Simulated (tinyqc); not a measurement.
Levels of description: finite square well with mass mismatch (envelope functions).

A square well of width L and depth V0, mass mw inside and mb outside, energies from the bottom of the well, c = hbar^2/2m0. k = sqrt(mw E/c), kappa = sqrt(mb (V0 - E)/c). psi and psi'/m are continuous at the walls (BenDaniel-Duke), so level n solves k L + 2 atan[(k/mw)/(kappa/mb)] = n pi.

Non-parabolic bands: mw is replaced by mw (1 + alpha_w E) and mb by mb (1 - alpha_b (V0 - E)), in k, kappa and the matching condition alike.

Constants: hbar^2/2m0 = 3.80998211 eV angstrom^2.

Parameters, chosen for this exercise (near those of a GaAs well in AlGaAs; not measured data):

| symbol | value | unit | meaning |
|---|---|---|---|
| L | 111 | angstrom | well width |
| V0 | 0.292 | eV | barrier height |
| mw | 0.0674 | m0 | mass in the well |
| mb | 0.0969 | m0 | mass in the barrier |
| alpha_w | 0.55 | 1/eV | non-parabolicity in the well |
| alpha_b | 0.32 | 1/eV | non-parabolicity in the barrier |

The same well five ways. mb = mw: the barrier takes the mass of the well. psi' continuous: kappa holds mb but the condition drops the masses, k L + 2 atan(k/kappa) = n pi. The last column is measured against BenDaniel-Duke.

Levels (eV):

| model | E1 | E2 | E3 | E1 - E1(BDD) (meV) |
|---|---|---|---|---|
| infinite walls | 0.0453 | 0.1811 | 0.4075 | 18.5 |
| mb = mw | 0.0287 | 0.1122 | 0.2367 | 2.0 |
| BenDaniel-Duke | 0.0267 | 0.1062 | 0.2309 | 0.0 |
| psi' continuous | 0.0307 | 0.1183 | 0.2427 | 3.9 |
| non-parabolic | 0.0270 | 0.1037 | 0.2160 | 0.3 |

How do the results move, and what explains it?

Hard walls put E1 18.5 meV too high. Ignoring the mass step moves it by +2.0 meV and the wrong matching by +3.9 meV: with mb/mw = 1.44, continuity of psi'/m lets the slope outside be 1.44 times the slope inside, which acts like a softer wall. Non-parabolicity shifts E1 by +0.3 meV, the balance of a heavier mass in the well, which lowers it, and a lighter mass deep in the barrier, which hardens the wall. Among the finite wells the largest departure in E1 is that of the model 'psi' continuous'.

tinyqc: `OMP_NUM_THREADS=1 python tinyqc.py 1280710 1280711 out.jsonl`; about 0.01 s, one thread, shared Intel(R) Xeon(R) Processor @ 2.30GHz.
